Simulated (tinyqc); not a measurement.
Worked calculation: ROHF in the 6-31g basis, for H4+, spin multiplicity 2. One step of it, computed by the program tinyqc.

Question. Iteration 2: diagonalisation and new density. Diagonalise F' = X^T F X, C = X C', fill 2 alpha and 1 beta electrons from the bottom; D(s) = C_occ C_occ^T. Each column has its largest component positive (the first on a tie).

effective F (hartree), lower triangle:
```
           1H 1s      1H 2s      2H 1s      2H 2s      3H 1s      3H 2s      4H 1s      4H 2s
1H 1s  -0.133310
1H 2s  -0.511204  -0.481373
2H 1s  -0.175308  -0.294200  -0.133310
2H 2s  -0.294200  -0.383074  -0.511204  -0.481373
3H 1s  -0.038137  -0.147193  -0.016610  -0.084279  -0.133310
3H 2s  -0.147193  -0.247918  -0.084279  -0.186620  -0.511204  -0.481373
4H 1s  -0.016610  -0.084279  -0.038137  -0.147193  -0.175308  -0.294200  -0.133310
4H 2s  -0.084279  -0.186620  -0.147193  -0.247918  -0.294200  -0.383074  -0.511204  -0.481373
```

X:
```
               1          2          3          4          5          6          7         8
1H 1s  -0.544224  -0.575064  -0.647266   0.656688   0.418786   0.340069   0.267511  0.168643
1H 2s   1.103892   0.754546   0.651580  -0.423103   0.206464   0.259178   0.265740  0.261746
2H 1s   0.544224   0.575064  -0.647266   0.656688  -0.418786  -0.340069   0.267511  0.168643
2H 2s  -1.103892  -0.754546   0.651580  -0.423103  -0.206464  -0.259178   0.265740  0.261746
3H 1s   0.544224  -0.575064   0.647266   0.656688  -0.418786   0.340069  -0.267511  0.168643
3H 2s  -1.103892   0.754546  -0.651580  -0.423103  -0.206464   0.259178  -0.265740  0.261746
4H 1s  -0.544224   0.575064   0.647266   0.656688   0.418786  -0.340069  -0.267511  0.168643
4H 2s   1.103892  -0.754546  -0.651580  -0.423103   0.206464  -0.259178  -0.265740  0.261746
```

Give: F' = X^T F X; orbital energies; coefficients C; D(alpha) after iteration 2; D(beta) after iteration 2.

Answer.

F' = X^T F X (hartree), lower triangle:
```
        1       2       3       4       5       6       7       8
1   0.635
2   0.000   0.635
3   0.000   0.000   0.781
4   0.000   0.000   0.000   0.748
5  -0.307   0.000   0.000   0.000  -0.068
6   0.000  -0.261   0.000   0.000   0.000  -0.231
7   0.000   0.000  -0.127   0.000   0.000   0.000  -0.521
8   0.000   0.000   0.000  -0.002   0.000   0.000   0.000  -0.763
```

orbital energies (hartree): MO1 -0.763, MO2 -0.533, MO3 -0.304, MO4 -0.184, MO5 0.708, MO6 0.748, MO7 0.751, MO8 0.793

coefficients C:
```
         MO1     MO2     MO3     MO4     MO5     MO6     MO7     MO8
1H 1s  0.170   0.204   0.173   0.201  -0.645   0.656  -0.657   0.670
1H 2s  0.261   0.327   0.452   0.581   0.657  -0.424   0.961  -0.623
2H 1s  0.170   0.204  -0.173  -0.201   0.645   0.656   0.657   0.670
2H 2s  0.261   0.327  -0.452  -0.581  -0.657  -0.424  -0.961  -0.623
3H 1s  0.170  -0.204   0.173  -0.201  -0.645   0.656   0.657  -0.670
3H 2s  0.261  -0.327   0.452  -0.581   0.657  -0.424  -0.961   0.623
4H 1s  0.170  -0.204  -0.173   0.201   0.645   0.656  -0.657  -0.670
4H 2s  0.261  -0.327  -0.452   0.581  -0.657  -0.424   0.961   0.623
```

D(alpha) after iteration 2, lower triangle:
```
        1H 1s   1H 2s   2H 1s   2H 2s  3H 1s  3H 2s  4H 1s  4H 2s
1H 1s   0.070
1H 2s   0.111   0.175
2H 1s   0.070   0.111   0.070
2H 2s   0.111   0.175   0.111   0.175
3H 1s  -0.013  -0.022  -0.013  -0.022  0.070
3H 2s  -0.022  -0.039  -0.022  -0.039  0.111  0.175
4H 1s  -0.013  -0.022  -0.013  -0.022  0.070  0.111  0.070
4H 2s  -0.022  -0.039  -0.022  -0.039  0.111  0.175  0.111  0.175
```

D(beta) after iteration 2, lower triangle:
```
       1H 1s  1H 2s  2H 1s  2H 2s  3H 1s  3H 2s  4H 1s  4H 2s
1H 1s  0.029
1H 2s  0.044  0.068
2H 1s  0.029  0.044  0.029
2H 2s  0.044  0.068  0.044  0.068
3H 1s  0.029  0.044  0.029  0.044  0.029
3H 2s  0.044  0.068  0.044  0.068  0.044  0.068
4H 1s  0.029  0.044  0.029  0.044  0.029  0.044  0.029
4H 2s  0.044  0.068  0.044  0.068  0.044  0.068  0.044  0.068
```
